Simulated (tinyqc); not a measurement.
Gate sheet resistance from two finger widths.

Problem. At low frequency R = Rsh Wf/(3 L) + B/Wf, where B collects the channel and vertical terms. Find Rsh, B and the width of lowest R.

Inputs (values chosen for the exercise):

| symbol | value | unit | meaning |
|---|---|---|---|
| L | 0.15 | um | channel length |

input resistance of single fingers, contacted at one end, of width 1.1 and 8.1 um (ohm): [110.48485, 439.03704]

Solution. R Wf is a straight line in Wf^2; the minimum of R lies where both terms are equal.

Rsh = 24.0 ohm/square
B = 57.0 ohm um
width of lowest R = 1.03 um

Numbers from tinyqc (`OMP_NUM_THREADS=1 python tinyqc.py 2262063 2262064 out.jsonl`; about 0.01 s on one thread of a shared Intel Xeon 2.30GHz).
